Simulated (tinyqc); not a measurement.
Hexagonal on-chip spiral inductor, lumped pi model: one step of the calculation.

Outer diameter do = di + 2 n wd + 2 (n - 1) sp, mean da = (do + di)/2, fill p = (do - di)/(do + di), length l = 3.464 n da. L = 2.33 mu0 n^2 da/(1 + 3.82 p), mu0 = 4 pi 1e-7 H/m. Rs = rho l/(wd delta (1 - exp(-th/delta))), delta = sqrt(rho/(pi f mu0)). Cs = n wd^2 eps0 eo/hu across the coil. At each end Cox = l wd eps0 eo/(2 ho) leads to the substrate branch Rsi = 2 rs he/(l wd) in parallel with Csi = l wd eps0 11.7/(2 he). With one end grounded Y = 1/(Rs + i w L) + i w Cs + 1/[1/(i w Cox) + 1/(1/Rsi + i w Csi)], w = 2 pi f; Q = -Im Y/Re Y. Eddy currents in neighbouring turns and in the substrate are left out.

Task. Geometry and model elements. do, l, L, delta, Rs, Cs, Cox, Rsi and Csi as defined.

Values chosen for this exercise; values of the order met in silicon radio-frequency processes: number of turns n = 1.5; line width wd = 4 um; space between turns sp = 2 um; inner diameter di = 100 um; metal thickness th = 2 um; metal resistivity rho = 3 uohm cm; oxide below the coil ho = 7.1 um; oxide between coil and underpass hu = 0.6 um; relative permittivity of the oxide eo = 3.9; substrate resistivity rs = 100 ohm cm; effective spreading depth in the substrate he = 80 um; frequency f = 11 GHz.

Constants: eps0 = 8.8541878128e-12 F/m. Results are converted to the units shown.

Find: do; l; L; delta; Rs; Cs; Cox; Rsi; Csi.

Result.

do = 114.0 um
l = 556.0 um
L = 0.5640 nH
delta = 0.8312 um
Rs = 5.514 ohm
Cs = 1.381 fF
Cox = 5.408 fF
Rsi = 7.195e4 ohm
Csi = 1.440 fF

Numbers from tinyqc (`OMP_NUM_THREADS=1 python tinyqc.py 2302172 2302173 out.jsonl`; about 0.01 s on one thread of a shared Intel Xeon 2.30GHz).
